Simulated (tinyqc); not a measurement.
X-ray reflectivity of a thin film on silicon: critical angles, Parratt recursion, fringes and roughness: one step, computed by the program tinyqc.

n = 1 - delta + i beta; the classical electron radius is r_e = 2.8179403e-6 nm. Layer 0 is vacuum, 1 the film, 2 the substrate.

Problem. Fringe period, contrast and decay. Far above the critical angle the period is d theta = lambda/(2 d), or 2 pi/d in q; the envelope runs between (|r_01| - |r_12 p|)^2 and (|r_01| + |r_12 p|)^2; contrast = 2 a b/(a^2 + b^2) with a = |r_01|, b = |r_12 p|; roughness factors on the amplitudes are about exp(-q^2 sigma^2/2).

Inputs (values chosen for the exercise, modelled on a porous low-k film on silicon, copper K-alpha radiation): wavelength lambda = 0.15406 nm; film thickness d = 7.14 nm; roughness of the surface sigma_1 = 0.66 nm; roughness of the interface sigma_2 = 0.5 nm.

1000 r_01 = 0.08335495-0.00082367i

1000 r_12 = 0.2130012-0.0083585i

p = 0.9224639-0.3846397i

q = 4 pi sin(theta)/lambda = 3.472609 1/nm

Give: period in theta; period in q; contrast; roughness factor, surface; roughness factor, interface.

Solution.

period in theta = 0.6181 degrees

period in q = 0.8800 1/nm

contrast = 0.6786

roughness factor, surface = 0.07233

roughness factor, interface = 0.2215
